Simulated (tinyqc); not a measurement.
Inside a calculation. Method: UHF in the sto-6g basis, for BeH2, spin multiplicity 1. One step of it, computed by the program tinyqc.

Question. Iteration 2: DIIS coefficients. Solve [B -1; -1 0][c; lambda] = [0; -1] for the coefficients, which sum to one.

B (overlaps of the stored error matrices):
$$\begin{pmatrix}
9.5020639e-01 & 6.1056671e-01 \\
6.1056671e-01 & 4.2310795e-01
\end{pmatrix}$$

Give: DIIS coefficients.

Answer.

DIIS coefficients: [-1.2318, 2.2318]
